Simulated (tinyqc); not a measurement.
## Zener tunnelling in a reverse-biased junction, two-band WKB: effect of temperature

Abrupt p-n junction, depletion approximation. Energies E are counted from the conduction-band edge of the neutral n side; its Fermi level lies at dn, that of the p side at dn - V, and the valence-band edge of the neutral p side at Em = dn + dp - V. Tunnelling needs 0 < E < Em. Two-band dispersion with equal masses m: inside the gap kappa = sqrt(m u (1 - u/Eg)/C), u the distance from a band edge, C = hbar^2/(2 m0).

Nc and Nv are given at 200 K and scale as (T/200 K)^1.5; Eg, m and eps_r are held. Nd = Nc F12(dn/Vt), Na = Nv F12(dp/Vt), F12(x) = (2/sqrt(pi)) int_0^infinity sqrt(u)/(1 + exp(u - x)) du; dn = EF - Ec on the n side, dp = Ev - EF on the p side (negative outside the bands); Vbi = Eg + dn + dp. W = sqrt(2 eps0 eps_r (Vbi - V)(1/Na + 1/Nd)/q), mean field F = (Vbi - V)/W, peak field 2 F. In a uniform field F the exponent is S = pi sqrt(m/C) Eg^1.5/(4 F). Transverse energy Et = C kt^2/m raises it to S (1 + 4 Et/Eg), so T = exp(-S) exp(-Et/Eb) with Eb = Eg/(4 S). KJ = (2 q^2/h) m/(4 pi C) (times 1e14 for A/cm^2 per eV^2). J = KJ exp(-S) Eb times the integral from 0 to Em of [f(E - dn) - f(E - dn + V)] [1 - exp(-min(E, Em - E)/Eb)] dE, f(x) = 1/(1 + exp(x/Vt)), with S and Eb from the mean field; J > 0 flows from p to n.

Values chosen for this exercise; band and dielectric values close to those of indium arsenide:
```
symbol,value,unit,meaning
Eg,0.354,eV,band gap
eps_r,15.4,,relative permittivity
Nc,4.68e16,cm^-3,conduction-band density of states at 200 K
Nv,3.61e18,cm^-3,valence-band density of states at 200 K
m,0.027,m0,band-edge mass of the two-band model
Na,1.5e19,cm^-3,acceptor density
Nd,7.6e17,cm^-3,donor density
V,-2.3,V,bias of the p side
```

Constants: q = 1.602176634e-19 C, kB = 1.380649e-23 J/K, hbar = 1.054571817e-34 J s, h = 6.62607015e-34 J s, m0 = 9.1093837015e-31 kg, Vt = kB T/q, eps0 = 8.8541878128e-14 F/cm where lengths are in cm, hbar^2/(2 m0) = 0.0380998212 eV nm^2. Results are converted to the units shown.

Effect of temperature:
```
T (K)  Vbi (V)  mean field (MV/cm)      S  J (A/cm^2)
50      0.5411              0.3475  4.008    -4.030e5
100     0.5398              0.3474  4.009    -4.024e5
150     0.5376              0.3473  4.010    -4.014e5
200     0.5343              0.3471  4.012    -3.999e5
300     0.5244              0.3465  4.020    -3.952e5
400     0.5102              0.3456  4.030    -3.884e5
```

Vbi falls from 0.541 to 0.510 V, S rises from 4.01 to 4.03, and |J| falls from 4.03e5 to 3.88e5 A/cm^2, a spread of a factor 1.04. That is small against a thermally activated current. The shrinking of the gap with temperature, left out here, would raise J.

Range of the model: Parabolic densities of states, no band tails and no gap narrowing, all of which matter at such doping.

Program tinyqc, `OMP_NUM_THREADS=1 python tinyqc.py 2620006 2620007 out.jsonl`; Intel Xeon 2.30GHz, shared host, one thread, about 0.01 s.
